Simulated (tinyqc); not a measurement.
The lens: binary melting diagram from solution models of liquid and solid. Computed by tinyqc, a small Python program. Command: `OMP_NUM_THREADS=1 python tinyqc.py 3007101 3007102 out.jsonl melt walk`. One thread of a shared host (Intel(R) Xeon(R) Processor @ 2.30GHz), about 0.01 s of CPU time with the checks.

x is the fraction of B. In a phase with interaction L: mu_A = G_A + R T ln(1 - x) + L x^2, mu_B = G_B + R T ln x + L (1 - x)^2. Melting: G(liquid) - G(solid) = H (1 - T/T_m) for each pure component.

Inputs (values chosen for the exercise, modelled on Si-Ge):
```
quantity                value    unit
melting point T_A        1687       K
melting point T_B        1211       K
heat of melting H_A      49.2  kJ/mol
heat of melting H_B      36.9  kJ/mol
liquid interaction L_L    5.5  kJ/mol
solid interaction L_S     3.2  kJ/mol
```

Diagram: complete solid solution (lens).

Constants: R = 8.314462618 J/(mol K).

Method. Equal potentials: F_A = dG_A + R T ln[(1 - xl)/(1 - xs)] + L_L xl^2 - L_S xs^2 = 0, F_B = dG_B + R T ln(xl/xs) + L_L (1 - xl)^2 - L_S (1 - xs)^2 = 0. Newton steps from the ideal values with the exact Jacobian, halved if x would leave (0, 1); stop below 1e-12, residuals under 1e-7 shown as 0.

Liquidus and solidus:
```
T (K)       xl       xs  ideal xl  ideal xs
1663   0.08552  0.03552   0.07607   0.02809
1592   0.32786  0.13747   0.28504   0.11858
1520   0.53947  0.24293   0.47232   0.22423
1449   0.70247  0.35925   0.63273   0.34658
1378   0.82374  0.50012   0.76929   0.49341
1306   0.91423  0.68231   0.88394   0.67710
1235   0.98105  0.91156   0.97434   0.90736
```

What does the comparison show, and why?

The lens is widest among these rows at 1449 K (0.343 in x, ideal 0.286). L_L - L_S = +2.3 kJ/mol, relative to the mixed solid, penalises the mixed liquid, and the liquidus lies above the ideal one in every row.
